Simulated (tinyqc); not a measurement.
What each parameter does: polytypes by hexagonality, and a cubic inclusion as a quantum well.

Gap: E3 + (Es - E3) h/hs for h up to hs, then linear from Es to E2 at h = 1. Valence top Ev2 h and polarisation P2 h, both counted from 3C; Ec = Ev + gap.

A cubic inclusion of width L = N d in the host (h = 0.4) is a well of depth V = Ec(host) - Ec(3C). Square well with mass mismatch: k tan(k L/2) = (m_w/m_b) q, k = sqrt(m_w E/c), q = sqrt(m_b (V - E)/c), c = hbar^2/2m0, lowest root. The depth of the level, V - E, is its binding, and the transition to the valence top of the host is gap(host) - (V - E). The step in polarisation gives a field |F| = |P|/(eps eps0) in a thin inclusion, eps0 = 8.8541878e-12 F/m.

Constants: hbar^2/2m0 = 3.80998211 eV angstrom^2.

Parameters, chosen for this exercise (of the order of those of SiC; not measured data): E3 = 2.413 eV (gap of the cubic polytype); E2 = 3.299 eV (gap of 2H); Ev2 = 0.151 eV (valence top of 2H above that of 3C); P2 = -0.0486 C/m^2 (spontaneous polarisation of 2H); Es = 3.294 eV (gap at the hexagonality hs); hs = 0.5 (hexagonality up to which the first line holds); m = (0.309, 0.303) m0 (electron mass along c in the cubic layer and in the host); d = 2.515 angstrom (thickness of a double layer); eps = 10.1 (dielectric constant); N = 8 (double layers in the cubic inclusion).

Well depth, depth of the level, transition without the field and field.

One parameter was then changed.

Results before and after:

| case | V (eV) | depth (eV) | transition (eV) | \|F\| (MV/cm) |
|---|---|---|---|---|
| base | 0.7652 | 0.6140 | 2.5038 | 2.174 |
| changed | 0.7772 | 0.6253 | 2.4925 | 2.174 |

Which of these changes was made? (a) Ev2 = 0.181 eV; (b) P2 = -0.0632 C/m^2; (c) m = (0.371, 0.303) m0; (d) E2 = 3.329 eV; (e) N = 9; (f) eps = 11.1; (g) E3 = 2.393 eV.

Answer: (a) Ev2 = 0.181 eV. Of the candidates, run in turn, only this one gives the changed row.

All candidates:

| case | V (eV) | depth (eV) | transition (eV) | \|F\| (MV/cm) |
|---|---|---|---|---|
| base | 0.7652 | 0.6140 | 2.5038 | 2.174 |
| N = 9 | 0.7652 | 0.6372 | 2.4806 | 2.174 |
| Ev2 = 0.181 eV | 0.7772 | 0.6253 | 2.4925 | 2.174 |
| E3 = 2.393 eV | 0.7812 | 0.6290 | 2.4848 | 2.174 |
| E2 = 3.329 eV | 0.7652 | 0.6140 | 2.5038 | 2.174 |
| P2 = -0.0632 C/m^2 | 0.7652 | 0.6140 | 2.5038 | 2.827 |
| eps = 11.1 | 0.7652 | 0.6140 | 2.5038 | 1.978 |
| m = (0.371, 0.303) m0 | 0.7652 | 0.6266 | 2.4912 | 2.174 |

Program tinyqc; command `OMP_NUM_THREADS=1 python tinyqc.py 1850114 1850115 out.jsonl`; about 0.04 s on one thread of a shared Intel(R) Xeon(R) Processor @ 2.30GHz.
